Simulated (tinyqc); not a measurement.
Inside a calculation. Model: hydrogenic impurity: series, fields, screening, photoionisation and donor-acceptor pairs. Computed by tinyqc, a small Python program that keeps every step. Command: `OMP_NUM_THREADS=1 python tinyqc.py 3013396 3013397 out.jsonl hydrogenic walk`. One thread of a shared host (Intel(R) Xeon(R) Processor @ 2.30GHz), about 0.01 s of CPU time with the checks. Intermediate numbers are printed to about 6 digits and carried at full precision; extremes and crossings named in words are read from the listed rows.

One isotropic, parabolic band. Effective units: Ry* and a*, in which H = -nabla^2 - 2/r.

Inputs (values chosen for the exercise, for a model semiconductor):

| quantity | value | unit |
|---|---|---|
| electron mass m | 0.243 | m_0 |
| dielectric constant eps | 8.5 | - |
| donor density N | 2.4e+17 | cm^-3 |
| gap E_g | 6.15 | eV |
| acceptor depth E_A | 452 | meV |
| pair distance r | 88.3 | angstrom |
| rate prefactor W_0 | 1.9e+07 | 1/s |

Parts treated: screening and pairs.

Constants: Ry = 13.605693123 eV; a_0 = 0.529177210903 angstrom; h x 1 THz = 4.135667696 meV; e^2/(4 pi eps_0) = 14.39964548 eV angstrom.

## Effective units and the series

Ry* = Ry m/eps^2, a* = a_0 eps/m; level n is bound by Ry*/n^2; <r> = (3/2) a* in 1s; lines 1s -> np at Ry* (1 - 1/n^2); 1 THz = 4.135667696 meV.

Ry* = 45.7603 meV

a* = 18.5103 angstrom

<r> of 1s = 27.7655 angstrom

Series:

| n | binding (meV) | line from 1s (meV) | line (THz) |
|---|---|---|---|
| 2 | 11.4401 | 34.3202 | 8.2986 |
| 3 | 5.0845 | 40.6758 | 9.8354 |
| 4 | 2.8600 | 42.9003 | 10.3732 |
| 5 | 1.8304 | 43.9299 | 10.6222 |

## Overlap of donors

Wigner-Seitz radius r_s = (3/(4 pi N))^(1/3); Mott criterion N_c^(1/3) a* = 0.26; overlap of two 1s orbitals at distance d: S = exp(-x)(1 + x + x^2/3), x = d/a*, with d = N^(-1/3).

r_s = 99.8236 angstrom

Mott density = 2.77127e+18 cm^-3

N over the Mott density = 0.0866029

overlap S = 0.00585053

The sample is on the insulating side, with isolated donors.

## Binding under screening

Thomas-Fermi screening by N free electrons of one valley, taken as a degenerate gas (the hypothesis that all donors are ionised): q a* = sqrt(4 k_F a*/pi), k_F = (3 pi^2 N)^(1/3). Screened potential -(2/r) exp(-q r). Basis exp(-zeta r), zeta_k = 0.02 x 1.6^k, k = 0..23: S = 2/s^3, T = zeta_i zeta_j S, V = -2/(s + q)^2 with s = zeta_i + zeta_j; overlap eigenvalues below 1e-11 are dropped.

q a* = 0.673133

screened binding energy = 7.35143 meV

Screening leaves 16.1 % of the binding. Caution: well below the Mott density the electrons are bound or non-degenerate, so this screening is formal: it serves to locate the transition, not to give the level.

## From screening to the Mott criterion

First order: 1 - 2 q a*. One exponent: the maximum over zeta of 8 zeta^3/(2 zeta + q)^2 - zeta^2 (golden section on 0.01 to 1.2).

Binding (Ry*):

| N^(1/3) a* | N (cm^-3) | q a* | first order | one exponent | basis |
|---|---|---|---|---|---|
| 0.0023 | 1.91841e+12 | 0.095182 | 0.809636 | 0.822448 | 0.822458 |
| 0.0069 | 5.17972e+13 | 0.164860 | 0.670279 | 0.707268 | 0.707348 |
| 0.0170 | 7.74650e+14 | 0.258771 | 0.482457 | 0.569410 | 0.569793 |
| 0.0350 | 6.76025e+15 | 0.371301 | 0.257398 | 0.427593 | 0.428854 |
| 0.0580 | 3.07640e+16 | 0.477976 | 0.044048 | 0.314106 | 0.316905 |
| 0.0860 | 1.00289e+17 | 0.582024 | -0.164049 | 0.221116 | 0.226200 |
| 0.1200 | 2.72460e+17 | 0.687516 | -0.375031 | 0.143187 | 0.151429 |

The binding falls from 0.822 to 0.151 Ry*. First order, a constant shift of the potential, overshoots and turns negative from q a* = 0.5. One exponent loses the state at q a* = 1 (N^(1/3) a* = 0.254, the classic form of the Mott criterion); the full basis keeps it to 1.19. The dilute rows are formal, since there the electrons are bound or non-degenerate.

## A donor-acceptor pair

No-phonon line h nu(r) = E_g - Ry* - E_A + e^2/(4 pi eps_0 eps r); rate W(r) = W_0 exp(-2 r/a*), the donor being the shallower centre; lifetime 1/W; zero field.

Coulomb term = 19.1855 meV

photon energy = 5.67143 eV

rate W = 1365.56 1/s

lifetime = 7.32298e-04 s

## The pair band in time

At delay t after a pulse the emission comes mostly from pairs with W(r) t = 1, so r = (a*/2) ln(W_0 t).

Dominant pairs:

| delay (s) | r (angstrom) | Coulomb term (meV) | photon energy (eV) |
|---|---|---|---|
| 1.00e-04 | 69.873 | 24.2451 | 5.67648 |
| 1.00e-03 | 91.184 | 18.5787 | 5.67082 |
| 1.00e-02 | 112.494 | 15.0592 | 5.66730 |
| 1.00e-01 | 133.805 | 12.6608 | 5.66490 |
| 1.00e+00 | 155.116 | 10.9214 | 5.66316 |
| 1.00e+01 | 176.427 | 9.6021 | 5.66184 |
| 1.00e+02 | 197.738 | 8.5673 | 5.66081 |

Over six decades of delay the band moves down by 15.68 meV, since close pairs, which emit at higher energy, decay first; the shift per decade shrinks from 5.67 to 1.03 meV. At the donor density N = 2.4e+17 cm^-3 pairs as wide as in the last rows are rare, so those rows are formal.

Checks made by the program: the bound state at q = 0 (relative difference 8e-07).
